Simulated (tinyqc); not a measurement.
Abrupt p-n junction, non-linear Poisson equation by Newton steps: effect of temperature.

One dimension, p side on the left, n side on the right; net doping C = -Na for x < 0 and +Nd for x > 0. The potential psi is counted from the intrinsic level, and the quasi-Fermi potentials are flat: 0 for holes and -V for electrons, so n = ni exp((psi + V)/Vt) and p = ni exp(-psi/Vt) (Boltzmann statistics, full ionisation, no current).

Nc and Nv are given at 350 K and scale as (T/350 K)^1.5; Eg and eps_r are held fixed and ionisation stays complete. ni = sqrt(Nc Nv) exp(-Eg/(2 Vt)), Eg in volts. Depletion approximation: Vbi = Vt ln(Na Nd/ni^2), W = sqrt(2 eps0 eps_r (Vbi - V)(1/Na + 1/Nd)/q), xp = W Nd/(Na + Nd), xn = W Na/(Na + Nd), peak field 2 (Vbi - V)/W, capacitance eps0 eps_r/W. Exact first integral for an abrupt junction with thick neutral sides: psi_p = -Vt ln(Na/ni), psi_n = Vt ln(Nd/ni) - V, psi_j = (Nd psi_n + Na psi_p - Vt (Nd - Na))/(Na + Nd) at the junction, n_j = ni exp((psi_j + V)/Vt), p_j = ni exp(-psi_j/Vt), and E_j^2 = (2 q/(eps0 eps_r)) [Nd (psi_n - psi_j - Vt) + Vt (n_j + p_j)] (minority densities of the neutral sides neglected).

Values chosen for this exercise; band and dielectric values close to those of indium phosphide:
```
symbol    value   unit                                                         meaning
Eg         1.33     eV                                                        band gap
eps_r      12.7                                                  relative permittivity
Nc      7.31e17  cm^-3  conduction-band density of states at the reference temperature
Nv      1.36e19  cm^-3     valence-band density of states at the reference temperature
Na       1.4e17  cm^-3                                  acceptor density of the p side
Nd       1.6e15  cm^-3                                     donor density of the n side
V          0.47      V                           bias of the p side against the n side
```

Constants: q = 1.602176634e-19 C, kB = 1.380649e-23 J/K, Vt = kB T/q, eps0 = 8.8541878128e-14 F/cm where lengths are in cm. Results are converted to the units shown.

The same in every row: share of W on the n side (%) = 98.87.

Effect of temperature:

| T (K) | ni (cm^-3) | Vbi (V) | W (nm) | peak field, depletion (kV/cm) | peak field, exact (kV/cm) |
|---|---|---|---|---|---|
| 200 | 23.82 | 1.175 | 790.7 | 17.82 | 21.57 |
| 240 | 1.943e4 | 1.132 | 766.5 | 17.28 | 22.27 |
| 280 | 2.420e6 | 1.088 | 740.5 | 16.69 | 22.98 |
| 320 | 9.270e7 | 1.042 | 712.6 | 16.06 | 23.68 |
| 360 | 1.612e9 | 0.9954 | 682.8 | 15.39 | 24.36 |
| 400 | 1.611e10 | 0.9473 | 650.8 | 14.67 | 25.03 |
| 440 | 1.074e11 | 0.8982 | 616.4 | 13.89 | 25.69 |
| 480 | 5.276e11 | 0.8482 | 579.3 | 13.06 | 26.33 |

Read the table: what changes, and by how much?

ni rises from 23.8 to 5.28e11 cm^-3, while Vbi falls from 1.17 to 0.848 V, on average -1.17 mV/K; W falls from 791 to 579 nm. The depletion field is 17 % below the exact one in the first row and 50 % below it in the last.

Numbers from tinyqc (`OMP_NUM_THREADS=1 python tinyqc.py 2000075 2000076 out.jsonl`; about 0.02 s on one thread of a shared Intel Xeon 2.30GHz).
